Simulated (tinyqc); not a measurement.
Minority-electron transport through the base of a bipolar transistor (Moll-Ross and Kroemer integrals): one step, computed by the program tinyqc. Command: `OMP_NUM_THREADS=1 python tinyqc.py 3014911 3014912 out.jsonl base walk`. One thread of a shared host (Intel(R) Xeon(R) Processor @ 2.30GHz), about 0.01 s of CPU time with the checks.

Low injection, one dimension, x from the emitter edge (0) to the collector edge (W), s = x/W. Recombination is treated as a small correction (valid for tau_B well below tau_n), computed from the stored charge.

Task: Gain and speed. Emitter-limited gain beta_E = G_E/G_B; recombination-limited gain beta_R = tau_n/tau_B; 1/beta = 1/beta_E + 1/beta_R; f_T from the base alone = 1/(2 pi tau_B).

Inputs (values chosen for the exercise, modelled on InP):

| quantity | value | unit |
|---|---|---|
| saturation velocity v_s | 0.89 | 1e7 cm/s |
| electron lifetime tau_n | 1.7 | ns |
| emitter Gummel number G_E | 5.5e+13 | s/cm^4 |
| temperature T | 300 | K |

Base doping profile: Gaussian. Gap grading: linear. Exit of the base: infinite sink.

base Gummel number G_B = 2.865725e+11 s/cm^4

base transit time tau_B = 0.2952151 ps

Give: beta_E; beta_R; current gain beta; f_T from the base alone.

Result:

beta_E = 191.9

beta_R = 5759

current gain beta = 185.7

f_T from the base alone = 539.1 GHz

The gain is limited mainly by hole injection into the emitter (97 % of the base current). Caution: the mean velocity exceeds v_s, so drift-diffusion with a low-field mobility overstates the speed.
